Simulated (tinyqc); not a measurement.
From results back to parameters: six-band Luttinger-Kohn model with strain. Two cases, with inputs chosen for the exercise.

Problem. A layer on a (001) face has exx = eyy = e_par and ezz = -2 (C12/C11) e_par. Its valence edges are E(HH) = -P - Q and E(LH), E(SO) = -P + (Q - Dso +/- sqrt(Dso^2 + 2 Dso Q + 9 Q^2))/2 with P = -av tr(e), Q = -(b/2)(exx + eyy - 2 ezz), counted from the unstrained top.

Case 1.

Values chosen (near those of GaSb; not measured data):
- Dso = 0.77 eV (spin-orbit splitting)
- C11 = 92.6 GPa
- C12 = 41.2 GPa
- e_par = -0.0076 (in-plane strain of a (001) layer)

E(HH), E(LH), E(SO) (eV): 0.0233781  -0.0339674  -0.7789005

Case 2.

Values chosen (near those of Si; not measured data):
- Dso = 0.043 eV (spin-orbit splitting)
- C11 = 163.4 GPa
- C12 = 63.2 GPa
- e_par = 0.0165 (in-plane strain of a (001) layer)

E(HH), E(LH), E(SO) (eV): -0.0098049  0.1579261  -0.0405637

Find: ezz; P; Q; av; b.

Solution. The three edges add up to -3 P - Dso, which gives P; E(HH) then gives Q; av = -P/tr(e) and b = -Q/(e_par - ezz).

Case 1.

ezz = 0.006763
P = 0.00650 eV
Q = -0.02987 eV
av = 0.77 eV
b = -2.08 eV

Case 2.

ezz = -0.012764
P = -0.05019 eV
Q = 0.05999 eV
av = 2.48 eV
b = -2.05 eV

Computed by tinyqc, one run a case: `OMP_NUM_THREADS=1 python tinyqc.py N N+1 out.jsonl` with N = 1081257, 1081258; one thread of a shared Intel(R) Xeon(R) Processor @ 2.30GHz, about 0.04 s a run at most.
